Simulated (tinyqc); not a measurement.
Minority-electron transport through the base of a bipolar transistor (Moll-Ross and Kroemer integrals): one step, computed by the program tinyqc.

Low injection, one dimension, x from the emitter edge (0) to the collector edge (W), s = x/W. Recombination is treated as a small correction (valid for tau_B well below tau_n), computed from the stored charge.

Question. Profile and built-in field. N(x) = N_0; n_i(x) = n_i; D(x) = (k_B T/e) mu, mu = mu_min + (mu_max - mu_min)/(1 + (N/N_ref)^0.7). Field that drives electrons towards the collector, averaged over the base: (k_B T/e) ln[N_0 n_i(W)^2/(N(W) n_i^2)]/W.

Inputs (values chosen for the exercise, modelled on InP):
```
quantity                               value        unit
base doping at the emitter edge N_0  3.4e+18      1/cm^3
base width W                              31          nm
mu_min                                   680  cm^2/(V s)
mu_max                                  4710  cm^2/(V s)
N_ref                                1.5e+17      1/cm^3
temperature T                            300           K
```

Base doping profile: uniform. Gap grading: none. Exit of the base: infinite sink.

Constants: k_B = 8.617333262e-05 eV/K.

Give: Across the base; drift factor eta (potential drop in k_B T/e); mean built-in field.

Answer.

Across the base:
```
s    N (1/cm^3)  n_i(x)^2/n_i^2  D (cm^2/s)  y (s/cm^5)
0.0    3.40e+18               1       28.12   1.209e+17
0.2    3.40e+18               1       28.12   1.209e+17
0.4    3.40e+18               1       28.12   1.209e+17
0.6    3.40e+18               1       28.12   1.209e+17
0.8    3.40e+18               1       28.12   1.209e+17
1.0    3.40e+18               1       28.12   1.209e+17
```

drift factor eta (potential drop in k_B T/e) = 0

mean built-in field = 0 kV/cm
